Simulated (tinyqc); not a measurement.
What moves the results: propagation of a band-gap error through k.p and effective-mass formulas. A value that a table varies takes the place of the one given here.

Chain, for a gap E (the reference Eg or another value), with Ep and Dso kept: 1/me = 1 + Ep (E + 2 Dso/3)/(E (E + Dso)); g* = 2 - 2 Ep Dso/(3 E (E + Dso)); g1(E) = g1 + (Ep/3)(1/E - 1/Eg), g2(E) = g2 + (Ep/6)(1/E - 1/Eg), light hole 1/(g1 + 2 g2), heavy hole 1/(g1 - 2 g2) along [100]; optical constant ei(E) = 1 + (ei - 1)(EP/(EP + E - Eg))^2, static e0(E) = ei(E) + e0 - ei.

Donor: R = Ry me/e0^2, a_B = a0 e0/me, Mott density (0.26/a_B)^3. Nc, Nv = 2 (m kT/(4 pi c))^(3/2), c = hbar^2/2m0, ni = sqrt(Nc Nv) exp(-E/2kT). Exciton: Ry mu/e0^2 with 1/mu = 1/me + g1(E). 1 angstrom^-3 = 1e24 cm^-3.

Constants: Ry = 13.60569312 eV; a0 (Bohr radius) = 0.5291772105 angstrom; kB = 8.617333262e-05 eV/K; hbar^2/2m0 = 3.80998211 eV angstrom^2.

Values chosen for the exercise (reference values near those of GaSb, gap at low temperature; not measured data): Eg = 0.799 eV (gap at Gamma to the s-like level); Dso = 0.75 eV (spin-orbit splitting); Ep = 27.4 eV (Kane energy); g1 = 13.45 (Luttinger gamma1); g2 = 4.68 (gamma2); e0 = 15.49 (static dielectric constant); ei = 14.55 (optical dielectric constant); EP = 3.94 eV (mean (Penn) gap); mh = 0.39 m0 (density-of-states mass of the holes); T = 300 K (temperature); Eg2 = 0.703 eV (a wrong gap, of the size a hybrid functional can give).

## The size of the error

E = f Eg; ratios against f = 1.

Results:
```
f,E (eV),me ratio,light-hole ratio,e0 ratio,donor ratio,Mott ratio,g*,log10 ni ratio
0.25,0.200,0.292,0.250,1.342,0.162,0.0103,-70.215,4.63
0.40,0.320,0.446,0.399,1.259,0.281,0.0445,-38.077,3.76
0.60,0.479,0.640,0.599,1.161,0.474,0.167,-21.245,2.54
0.80,0.639,0.823,0.800,1.076,0.712,0.448,-13.428,1.28
1.00,0.799,1.000,1.000,1.000,1.000,1.00,-9.069,0.00
1.20,0.959,1.172,1.201,0.933,1.346,1.98,-6.362,-1.29
1.50,1.198,1.422,1.502,0.846,1.985,4.74,-3.867,-3.24
2.00,1.598,1.823,2.005,0.730,3.422,15.6,-1.651,-6.52
```

How do the results move?

Between f = 0.8 and 1.2 the mean powers d ln(ratio)/d ln f are 0.87 for me, 1.00 for the light hole, -0.35 for e0, 1.57 for the donor energy and 3.66 for the Mott density; ni moves by -0.80 decades per 0.1 eV, against -0.1 eV/(2 kT ln 10) = -0.84 from the exponential alone, the rest coming from Nc through me^(3/4). Rows with E below about 8 kT bring ni near Nc, beyond Boltzmann statistics. g* keeps its sign, from -70.21 to -1.65.

## What each input does

All at E = Eg2. Each row changes one parameter from the base and keeps the others.

Results:
```
case,me (m0),light hole (m0),e0,donor (meV),exciton (meV),log10 ni
base,0.0301,0.0386,16.18,1.563,1.077,12.046
Eg2 = 0.759 eV,0.0321,0.0416,15.77,1.758,1.211,11.598
Dso = 0.81 eV,0.0303,0.0386,16.18,1.575,1.083,12.049
Ep = 29.592 eV,0.0279,0.0382,16.18,1.450,1.020,12.022
g1 = 14.526,0.0301,0.0370,16.18,1.563,1.054,12.046
EP = 4.255 eV,0.0301,0.0386,16.12,1.573,1.084,12.046
ei = 15.714,0.0301,0.0386,16.23,1.552,1.069,12.046
mh = 0.359 m0,0.0301,0.0386,16.18,1.563,1.077,12.019
T = 276 K,0.0301,0.0386,16.18,1.563,1.077,11.479
```

How do the results move?

The largest shifts from the base row, up to three for each result and ties (the steps differ in size, so this ranks the rows, not the parameters). me (m0): Ep -0.0022, Eg2 +0.0021, Dso +0.0002; unchanged at the printed digits by g1, EP, ei, mh and T. light hole (m0): Eg2 +0.0031, g1 -0.0015, Ep -0.0004; unchanged at the printed digits by Dso, EP, ei, mh and T. e0: Eg2 -0.41, ei +0.06, EP -0.05; unchanged at the printed digits by Dso, Ep, g1, mh and T. donor (meV): Eg2 +0.195, Ep -0.113, Dso +0.012; unchanged at the printed digits by g1, mh and T. exciton (meV): Eg2 +0.134, Ep -0.057, g1 -0.023; unchanged at the printed digits by mh and T. log10 ni: T -0.568, Eg2 -0.449, mh -0.027; unchanged at the printed digits by g1, EP and ei.

(tinyqc, `OMP_NUM_THREADS=1 python tinyqc.py 1880101 1880102 out.jsonl`, Intel(R) Xeon(R) Processor @ 2.30GHz, 1 thread, shared host, about 0.01 s.)
